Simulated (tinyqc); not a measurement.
# Small-signal admittance of a forward-biased p+-n diode: what changes with what

Holes injected into a neutral base of width wb with an ohmic contact at its end; low injection, p0 far above the equilibrium density. A small voltage v exp(i w t), w = 2 pi f, modulates the edge density by p0 v/Vt, and the small-signal density obeys Dp d2p/dx2 = (1/tau + i w) p.

Inputs (values chosen for the exercise); permittivity close to that of gallium arsenide:
- T = 300 K (temperature)
- eps_r = 12.9 (relative permittivity)
- Nd = 7.7e15 cm^-3 (donor density of the base)
- Dp = 4.3 cm^2/s (hole diffusion coefficient)
- tau = 5e-7 s (hole lifetime)
- wb = 53 um (width of the neutral base)
- p0 = 4.9e12 cm^-3 (excess hole density at the junction edge)
- Na = 4e18 cm^-3 (acceptor density of the p+ side)
- Rs = 0.0014 ohm cm^2 (series resistance)
- f = 2.4e5 Hz (signal frequency)

Constants: q = 1.602176634e-19 C, kB = 1.380649e-23 J/K, Vt = kB T/q, eps0 = 8.8541878128e-14 F/cm where lengths are in cm. Results are converted to the units shown.

Each table varies one quantity; the others keep the values above.

## Admittance against frequency

L = sqrt(Dp tau); direct current J = (q Dp p0/L) coth(wb/L); k = sqrt(1 + i w tau)/L; diffusion admittance Y = (q Dp p0/Vt) k coth(k wb) = G + i w C_diff; junction capacitance C_j = sqrt(q eps0 eps_r Nd/(2 Vr)) in the depletion approximation, with the remaining barrier Vr = Vt ln(Na/p0), a rough value under forward bias; base-width modulation is left out. Measured admittance 1/[Rs + 1/(Y + i w C_j)].

The same in every row: C_j (uF/cm^2) = 0.04474.

Result of one run:
```
f (Hz)  w tau  G (S/cm^2)  C_diff (uF/cm^2)  measured G (S/cm^2)  measured C (uF/cm^2)  phase of the measured Y (degrees)
2e7     62.83      0.5031          0.003941               0.5551               0.04861                              84.81
```

What becomes of these results when the signal frequency f is changed from 2e7 to 1000 Hz, all else the same?

Result of the changed run:
```
f (Hz)     w tau  G (S/cm^2)  C_diff (uF/cm^2)  measured G (S/cm^2)  measured C (uF/cm^2)  phase of the measured Y (degrees)
1000    0.003142     0.08919           0.02206              0.08917               0.06679                             0.2696
```

The whole series:
```
f (Hz)     w tau  G (S/cm^2)  C_diff (uF/cm^2)  measured G (S/cm^2)  measured C (uF/cm^2)  phase of the measured Y (degrees)
1000    0.003142     0.08919           0.02206              0.08917               0.06679                             0.2696
4000     0.01257     0.08919           0.02206              0.08918               0.06679                              1.078
20000    0.06283     0.08923           0.02205              0.08921               0.06678                              5.374
80000     0.2513     0.08983           0.02192              0.08982               0.06665                              20.45
3e5       0.9425     0.09696           0.02042              0.09696               0.06514                              51.70
1e6        3.142      0.1305           0.01519               0.1307               0.05991                              70.85
6e6        18.85      0.2807          0.007062               0.2860               0.05177                              81.66
2e7        62.83      0.5031          0.003941               0.5551               0.04861                              84.81
1e8        314.2       1.118          0.001774                2.305               0.04630                              85.47
```

G starts at J/Vt = 0.0892 S/cm^2 and C_diff at (J tau/(2 Vt))(1 - 2 x/sinh 2x) = 0.0221 uF/cm^2, x = wb/L = 3.61. Between the last two rows G goes as f^(0.50) and C_diff as f^(-0.50); the limits are 1/2 and -1/2, reached when the signal penetrates only sqrt(Dp/w). The measured C is 0.025 % below C_diff + C_j in the first row and 0.48 % below it in the last, the difference being due to Rs.

## Effect of the width of the neutral base

Same model as above.

The same in every row: w tau = 0.7540; C_j (uF/cm^2) = 0.04474.

Result of one run:
```
wb (um)  G (S/cm^2)  C_diff (uF/cm^2)  measured G (S/cm^2)  measured C (uF/cm^2)  phase of the measured Y (degrees)
44          0.09443           0.02076              0.09443               0.06549                              46.28
```

What becomes of these results when the width of the neutral base wb is changed from 44 to 22 um, all else the same?

Result of the changed run:
```
wb (um)  G (S/cm^2)  C_diff (uF/cm^2)  measured G (S/cm^2)  measured C (uF/cm^2)  phase of the measured Y (degrees)
22           0.1005           0.01706               0.1005               0.06178                              42.83
```

The whole series:
```
wb (um)  G (S/cm^2)  C_diff (uF/cm^2)  measured G (S/cm^2)  measured C (uF/cm^2)  phase of the measured Y (degrees)
0.73          1.790          7.387e-4                1.786               0.04526                              2.188
1.5          0.8736          0.001516               0.8725               0.04615                              4.560
2.9          0.4561          0.002920               0.4559               0.04760                              8.949
5.7          0.2406          0.005656               0.2405               0.05037                              17.53
11           0.1406           0.01035               0.1406               0.05507                              30.57
22           0.1005           0.01706               0.1005               0.06178                              42.83
44          0.09443           0.02076              0.09443               0.06549                              46.28
88          0.09451           0.02098              0.09451               0.06571                              46.35
```

As wb goes from 0.73 to 88, G goes from 1.79 through a minimum of 0.0944 (at wb = 44 among the rows listed) to 0.0945 S/cm^2, C_diff rises from 7.39e-4 to 0.0210 uF/cm^2 and the measured C rises from 0.0453 to 0.0657 uF/cm^2. C_diff stays below C_j.

Numbers from tinyqc (`OMP_NUM_THREADS=1 python tinyqc.py 2890212 2890213 out.jsonl`; about 0.01 s on one thread of a shared Intel Xeon 2.30GHz).
